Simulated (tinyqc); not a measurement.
Adsorption as a lattice gas: isotherms with interactions, competition, desorption peaks and saturation dose: one step, computed by the program tinyqc.

One adsorbate per site; a molecule needs 2 empty sites. Gas and surface have the same temperature.

Problem. Dose to saturate, flat and in a hole. Without desorption or interaction, 99 % coverage needs the time 99 N_s/(2 s0 F). For a round hole of aspect ratio a in molecular flow with unit sticking (Gordon), the time is N_s/(2F) x [1 + (19/4) a + (3/2) a^2]. The larger of the two times is a rough guide.

Inputs (values chosen for the exercise, for a model surface):
```
quantity                                          value    unit
desorption energy E                                2.14      eV
prefactor nu                                    1.1e+12     1/s
site density N_s                                    5.3  1/nm^2
sticking coefficient s0                             0.1       -
temperature T                                       973       K
aspect ratio a (depth over diameter) of a hole       20       -
```

Adsorption: dissociative (second order).

flux F = 1.686336 1/(nm^2 s)

Give: time on a flat surface; time for the hole.

Solution.

time on a flat surface = 1556 s

time for the hole = 1094 s

Transport and reaction are comparable. Caution: with k_d = nu exp(-E/(k_B T)) of these inputs desorption is not negligible over the time on a flat surface, so without interaction 99 % coverage is not reached.
